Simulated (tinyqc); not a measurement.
What moves the results: interface roughness in a thin film (subband fluctuation and scattering). A value that a table varies takes the place of the one given here.

Square well of width t, barriers V0, c = hbar^2/2m0: E1 solves k t + 2 atan[(k/mz)/(kappa/mb)] = pi, k = sqrt(mz E/c), kappa = sqrt(mb (V0 - E)/c). One interface is rough, so the subband edge fluctuates by G dt with G = |dE1/dt| (central difference of 0.01 angstrom; 2 E1/t for hard walls).

Gaussian roughness spectrum S(q) = pi D^2 Lc^2 exp(-q^2 Lc^2/4). Degenerate gas, taken to fill one subband (the second starts to fill once c kF^2/md exceeds E2 - E1, which is not tested here): kF = sqrt(2 pi Ns/gv), q = 2 kF sin(theta/2), 1/tau = (md/(2 pi c hbar)) G^2 times the integral from 0 to pi of S(q)(1 - cos theta)/eps(q)^2 dtheta, eps(q) = 1 + qs/q with screening (qs = gv md q0/(c eps), q0 = e^2/(4 pi eps0), form factors left out, which overstates the screening; other scattering is left out too, so these values lie far above measured mobilities in all but the thinnest films) or 1 without; mobility = tau c2/md with c2 = e/m0 = 1.75882e15 cm^2/(V s^2); 1e12/cm^2 = 1e-4/angstrom^2.

Constants: hbar^2/2m0 = 3.80998211 eV angstrom^2; hbar = 6.58211957e-16 eV s; e^2/(4 pi eps0) = 14.39964547 eV angstrom.

Parameters, chosen for this exercise (near those of a thin Ge channel on (111), one valley; shifted at random, so the results belong to these values and not to a real crystal):
- mz = 1.598 m0 (confinement mass)
- V0 = 2.17 eV (barrier)
- mb = 0.29 m0 (barrier mass)
- md = 0.08 m0 (mass in the plane)
- gv = 1 (valleys)
- D = 1.3 angstrom (rms height of the roughness)
- Lc = 54 angstrom (correlation length)
- Ns = 2.1 x 1e12/cm^2 (sheet density)
- eps = 11.5 (mean dielectric constant at the channel)
- ts = (20, 25, 31, 36, 45, 58, 76) angstrom (thicknesses)
- t = 36 angstrom (film thickness)
- Ll = (5, 10, 16, 25, 40, 65, 100) angstrom (correlation lengths)

## The sixth-power law

Screened mobility against thickness for the finite barrier and for hard walls.

Results:

| t (angstrom) | E1 (meV) | G (meV/angstrom) | mobility (cm^2/(V s)) | the same, hard walls |
|---|---|---|---|---|
| 20 | 53.9 | 5.148 | 8.91e+04 | 6.82e+04 |
| 25 | 35.1 | 2.708 | 3.22e+05 | 2.60e+05 |
| 31 | 23.1 | 1.450 | 1.12e+06 | 9.46e+05 |
| 36 | 17.3 | 0.937 | 2.69e+06 | 2.32e+06 |
| 45 | 11.2 | 0.487 | 9.96e+06 | 8.85e+06 |
| 58 | 6.8 | 0.230 | 4.45e+07 | 4.06e+07 |
| 76 | 4.0 | 0.104 | 2.20e+08 | 2.05e+08 |

With hard walls G goes as 1/t^3 and the mobility as t^6. With the finite barrier the local exponent is 5.76 at the thin end and 5.92 at the thick end, since the envelope leaks out and softens the dependence. The least value is 8.91e+04 cm^2/(V s). EF - E1 = 63 meV exceeds about 3 E1, the distance to the next subband of the ladder, from 36 angstrom on, where the one-subband formula no longer holds. The gate field, which also presses carriers to the interface, is left out.

## Correlation length

Fixed D; bare and screened mobility.

Results:

| Lc (angstrom) | kF Lc | bare mobility (cm^2/(V s)) | screened mobility (cm^2/(V s)) |
|---|---|---|---|
| 5 | 0.18 | 1.21e+07 | 2.51e+07 |
| 10 | 0.36 | 3.26e+06 | 6.78e+06 |
| 16 | 0.58 | 1.48e+06 | 3.11e+06 |
| 25 | 0.91 | 8.59e+05 | 1.84e+06 |
| 40 | 1.45 | 7.66e+05 | 1.77e+06 |
| 65 | 2.36 | 1.33e+06 | 4.07e+06 |
| 100 | 3.63 | 2.35e+06 | 1.11e+07 |

The bare mobility is lowest at Lc = 40 angstrom of those listed (kF Lc = 1.45). The screened mobility is lowest at Lc = 40 angstrom of those listed (kF Lc = 1.45). Short roughness averages out (mobility as 1/Lc^2; the first two rows give exponent -1.89), and long roughness deflects only by small angles (bare mobility rising as Lc; the last two rows give 1.32).

## What each parameter does

G, G D, and the screened mobility. Each row changes one parameter from the base and keeps the others.

Results:

| case | G (meV/angstrom) | G D (meV) | mobility (cm^2/(V s)) |
|---|---|---|---|
| base | 0.937 | 1.22 | 2.689e+06 |
| t = 42 angstrom | 0.596 | 0.78 | 6.639e+06 |
| D = 1.69 angstrom | 0.937 | 1.58 | 1.591e+06 |
| Lc = 62 angstrom | 0.937 | 1.22 | 3.636e+06 |
| Ns = 3.36 x 1e12/cm^2 | 0.937 | 1.22 | 6.116e+06 |
| mz = 1.838 m0 | 0.822 | 1.07 | 3.490e+06 |
| md = 0.092 m0 | 0.937 | 1.22 | 2.258e+06 |
| V0 = 1.52 eV | 0.923 | 1.20 | 2.768e+06 |
| eps = 13.8 | 0.937 | 1.22 | 2.374e+06 |

The largest shifts from the base row, up to three for each result and ties (the steps differ in size, so this ranks the rows, not the parameters). G (meV/angstrom): t -0.341, mz -0.114, V0 -0.013; unchanged at the printed digits by D, Lc, Ns, md and eps. G D (meV): t -0.44, D +0.37, mz -0.15; unchanged at the printed digits by Lc, Ns, md and eps. mobility (cm^2/(V s)): t +3.95e+06, Ns +3.43e+06, D -1.10e+06. In the base case G D is 0.019 times EF - E1 = 62.8 meV.

(tinyqc, `OMP_NUM_THREADS=1 python tinyqc.py 1251143 1251144 out.jsonl`, Intel(R) Xeon(R) Processor @ 2.30GHz, 1 thread, shared host, about 0.01 s.)
